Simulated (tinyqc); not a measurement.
# Undoped symmetric double-gate MOSFET, analytic potential model, step by step

Computed by the program tinyqc: `OMP_NUM_THREADS=1 python tinyqc.py 2440112 2440113 out.jsonl`, one thread of a shared Intel Xeon 2.30GHz, about 0.03 s for the whole run. Printed values are rounded.

An undoped body of thickness ts between two equal insulators and tied gates; long channel, electrons only, n = ni exp((psi - V)/Vt) with V the quasi-Fermi potential (0 at the source, Vd at the drain), constant mobility, no quantisation. Across the body psi(x) = V - 2 Vt ln[(ts/(2 beta)) sqrt(q ni/(2 eps0 eps_r Vt)) cos(2 beta x/ts)], x from the centre. Q is the electron charge per area of the whole body.

Inputs (values chosen for the exercise); material values those of a made-up semiconductor: temperature T = 300 K; band gap Eg = 1.54 eV; relative permittivity of the semiconductor eps_r = 12.5; conduction-band density of states at T Nc = 5.11e17 cm^-3; valence-band density of states at T Nv = 8.2e18 cm^-3; relative permittivity of the gate insulator eox = 21.6; insulator thickness tox = 8.2 nm; body thickness ts = 5 nm; gate work function less that of the intrinsic body dphi = -0.11 V; gate voltage Vg = 1.63 V.

Constants: q = 1.602176634e-19 C, kB = 1.380649e-23 J/K, Vt = kB T/q, eps0 = 8.8541878128e-14 F/cm where lengths are in cm. Results are converted to the units shown.

Range of the model: In a body this thin, quantum confinement raises the threshold; it is left out. The surface density at the source passes 0.3 Nc, where Boltzmann statistics fail.

## Constants of the body

ni = sqrt(Nc Nv) exp(-Eg/(2 Vt)), Eg in volts; r = eps_r tox/(eox ts); V0 = dphi + 2 Vt ln[(2/ts) sqrt(2 eps0 eps_r Vt/(q ni))].

ni = 2.37513e5 cm^-3
r = 0.949074
V0 = 0.686541 V

## Iteration 1: beta at the source by Newton steps

beta at the start = 1.2

With V = 0: f = ln(beta) - ln(cos beta) + 2 r beta tan(beta) - (Vg - V0)/(2 Vt); f' = 1/beta + tan(beta) + 2 r [tan(beta) + beta/cos^2(beta)]; beta(new) = beta - f/f'.

f = -11.1911
f' = 25.6353
beta after iteration 1 = 1.63655

## Course of the iteration: beta at the source by Newton steps

Stop when beta changes by less than 1e-11, or after 40 iterations. beta must stay between 0 and pi/2.

Course of the iteration:

| iteration | beta | \|change\| |
|---|---|---|
| 1 | 1.63655 | 0.437 |

Stopped after 1 iteration(s) without a result. The last step lands on beta = 1.637, outside the interval from 0 to pi/2 on which the model is defined: f is much steeper near pi/2 than its tangent at the point before. A rerun with the start beta = 1.4 converges in 4 iterations.
